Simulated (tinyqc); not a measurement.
From results back to parameters: periodic multilayer mirror for extreme ultraviolet light. Four cases, with inputs chosen for the exercise.

Problem. With a mean index 1 - dm the Bragg wavelength is lam_B = 2 L sqrt((1 - dm)^2 - sin^2 theta). It is given at 0 degrees and at th2; L and dm are hidden. Then the absorber share is Gm = (dm - delta_S)/(delta_A - delta_S), with the first entries of dS and dA; L is the period.

Find: L; dm; Gm.

Method. The difference of the squares is 4 L^2 sin^2(th2); then 1 - dm = lam_B(0)/(2 L).

Case 1.

Values chosen (out of a larger set: optical constants near those of Mo and Si at 13.5 nm; not measured data): th2 = 20 degrees (second angle); dA = (0.0766, 0.00654) (delta and beta of the absorber, N = 1 - delta + i beta); dS = (0.0008, 0.00187) (delta and beta of the spacer and the substrate).

lam_B at 0 = 13.555008 nm
lam_B at th2 = 12.683693 nm

Solution.

L = 6.990 nm
dm = 0.0304
Gm = 0.39

Case 2.

Values chosen (out of a larger set: optical constants near those of Mo and Si at 13.5 nm; not measured data): th2 = 20 degrees (second angle); dA = (0.0772, 0.00603) (delta and beta of the absorber, N = 1 - delta + i beta); dS = (0.0011, 0.00178) (delta and beta of the spacer and the substrate).

lam_B at 0 = 13.559000 nm
lam_B at th2 = 12.685379 nm

Solution.

L = 7.000 nm
dm = 0.0315
Gm = 0.40

Case 3.

Values chosen (out of a larger set: optical constants near those of Mo and Si at 13.5 nm; not measured data): th2 = 20 degrees (second angle); dA = (0.0788, 0.00687) (delta and beta of the absorber, N = 1 - delta + i beta); dS = (0.0011, 0.00181) (delta and beta of the spacer and the substrate).

lam_B at 0 = 13.489548 nm
lam_B at th2 = 12.616302 nm

Solution.

L = 6.980 nm
dm = 0.0337
Gm = 0.42

Case 4.

Values chosen (out of a larger set: optical constants near those of Mo and Si at 13.5 nm; not measured data): th2 = 20 degrees (second angle); dA = (0.0756, 0.00635) (delta and beta of the absorber, N = 1 - delta + i beta); dS = (0.0008, 0.00184) (delta and beta of the spacer and the substrate).

lam_B at 0 = 13.769532 nm
lam_B at th2 = 12.892305 nm

Solution.

L = 7.070 nm
dm = 0.0262
Gm = 0.34

Computed by tinyqc, one run a case: `OMP_NUM_THREADS=1 python tinyqc.py N N+1 out.jsonl` with N = 1652596, 1652651, 1652678, 1652680; one thread of a shared Intel(R) Xeon(R) Processor @ 2.30GHz, about 0.01 s a run at most.
